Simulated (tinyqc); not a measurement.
## Metal gate on a two-layer dielectric stack with fixed charge and a dipole: flat band against the thickness t2

Gate, layer 2, layer 1, p-type semiconductor; x runs from the gate inwards. Charges are counted in units of +q. psi is the band bending at the surface, positive towards inversion. Classical charge, Boltzmann statistics, no interface traps.

EOT = 3.9 (t1/e1 + t2/e2), Cox = eps0/(t1/e1 + t2/e2); phi_ms = pM - (chi + Eg - Vt ln(Nv/Na)). Vfb = phi_ms + Vd - (q/eps0) [Q1 (t1/e1 + t2/e2) + Q2 t2/e2 + r1 (t1^2/(2 e1) + t1 t2/e2) + r2 t2^2/(2 e2)]: each charge counts with its electrical distance from the gate. ni = sqrt(Nc Nv) exp(-Eg/(2 Vt)), Eg in volts, pB = Vt ln(Na/ni), Vth = Vfb + 2 pB + sqrt(4 q eps0 eps_r Na pB)/Cox.

Inputs (values chosen for the exercise); band and dielectric values close to those of silicon, layer 1 close to silicon dioxide, layer 2 close to aluminium oxide: temperature T = 300 K; band gap Eg = 1.13 eV; relative permittivity eps_r = 11.7; conduction-band density of states at T Nc = 2.83e19 cm^-3; valence-band density of states at T Nv = 2.63e19 cm^-3; electron affinity chi = 3.99 eV; acceptor density Na = 1.4e18 cm^-3; work function of the gate metal pM = 5.09 eV; thickness of layer 1, next to the semiconductor t1 = 1.6 nm; relative permittivity of layer 1 e1 = 3.78; relative permittivity of layer 2 e2 = 9.22; fixed charge at the semiconductor interface Q1 = 9.9e11 cm^-2; fixed charge between the layers Q2 = 2.3e11 cm^-2; uniform charge density in layer 1 r1 = 0 cm^-3; uniform charge density in layer 2 r2 = 0 cm^-3; flat-band shift by a dipole layer between the layers Vd = 0 V.

Constants: q = 1.602176634e-19 C, kB = 1.380649e-23 J/K, Vt = kB T/q, eps0 = 8.8541878128e-14 F/cm where lengths are in cm. Results are converted to the units shown.

Results:
```
t2 (nm)  EOT (nm)   Vfb (V)  Vth (V)
1           2.074  -0.05394    1.327
2           2.497  -0.07789    1.386
3           2.920   -0.1018    1.444
4           3.343   -0.1258    1.503
5           3.766   -0.1497    1.561
6           4.189   -0.1737    1.620
8           5.035   -0.2216    1.737
```

Estimate the missing row, t2 = 7 nm.

Computed row:
```
t2 (nm)  EOT (nm)  Vfb (V)  Vth (V)
7           4.612  -0.1976    1.679
```

With this row back in the table: Vfb falls from -0.0539 to -0.222 V and Vth rises from 1.33 to 1.74 V. The slope dVfb/dEOT is -56.6 mV/nm between the first two rows and -56.6 between the last two: a straight line, set by the charge below the growing layer, which reads as 1.22e12 cm^-2. A line through the end rows meets EOT = 0 at 0.0634 V, against phi_ms + Vd = 0.0458 V; an effective work function read from it is off by 17.6 mV from pM.

Numbers from tinyqc (`OMP_NUM_THREADS=1 python tinyqc.py 2010161 2010162 out.jsonl`; about 0.01 s on one thread of a shared Intel Xeon 2.30GHz).
